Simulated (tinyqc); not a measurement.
# Ferroelectric switching, Landau-Khalatnikov equation: switching time against field

One domain: rho dP/dt = E - (2 al P + 4 be P^3), with al = -3 sqrt(3) Ec/(4 Pr), be = 3 sqrt(3) Ec/(8 Pr^3), so that the static loop has remanence Pr and coercive field Ec. With P in uC/cm^2, E in kV/cm, rho in ohm m and t in ns, dP/dt = [E - 2 al P - 4 be P^3]/(100 rho).

In the constant field E = Em the time to go from -Pr to 0 is the integral of dP/(dP/dt); tau = 100 rho/(-4 al). Near Ec the bottleneck estimate is pi 100 rho/sqrt(c (Em - Ec)) with c = 12 be Pr/sqrt(3); for large fields the time tends to 100 rho Pr/Em.

Values chosen for this exercise; remanent polarisation and coercive field close to those of strontium bismuth tantalate films:
```
symbol,value,unit,meaning
Pr,10,uC/cm^2,remanent polarisation
Ec,42,kV/cm,static coercive field
rho,7.8,ohm m,viscosity of the polarisation
```

Result of one run:

| Em/Ec | time (ns) | time/tau | bottleneck estimate (ns) | large-field limit (ns) |
|---|---|---|---|---|
| 2.017 | 142.3 | 3.981 | 272.8 | 92.09 |

Which field amplitude Em gave this result: 53.5, 84.7, 201 or 349 kV/cm?

Em = 84.7 kV/cm.

The whole series:

| Em (kV/cm) | Em/Ec | time (ns) | time/tau | bottleneck estimate (ns) | large-field limit (ns) |
|---|---|---|---|---|---|
| 43.6 | 1.038 | 1258 | 35.19 | 1409 | 178.9 |
| 45.1 | 1.074 | 860.5 | 24.08 | 1012 | 172.9 |
| 47.9 | 1.140 | 582.7 | 16.30 | 733.8 | 162.8 |
| 53.5 | 1.274 | 377.4 | 10.56 | 525.6 | 145.8 |
| 64.1 | 1.526 | 237.4 | 6.642 | 379.2 | 121.7 |
| 84.7 | 2.017 | 142.3 | 3.981 | 272.8 | 92.09 |
| 124 | 2.952 | 81.99 | 2.294 | 196.8 | 62.90 |
| 201 | 4.786 | 45.13 | 1.263 | 141.4 | 38.81 |
| 349 | 8.310 | 24.28 | 0.6794 | 101.7 | 22.35 |

The switching time falls from 1260 to 24.3 ns. Against Em - Ec it goes with exponent -0.57 between the first two rows (-1/2 at a saddle-node bottleneck) and -0.94 between the last two. The bottleneck estimate is 12 % above the time in the first row, the large-field limit 8.0 % below it in the last.

tinyqc, about 0.1 s, one thread, Intel Xeon 2.30GHz (shared host): `OMP_NUM_THREADS=1 python tinyqc.py 2860110 2860111 out.jsonl`
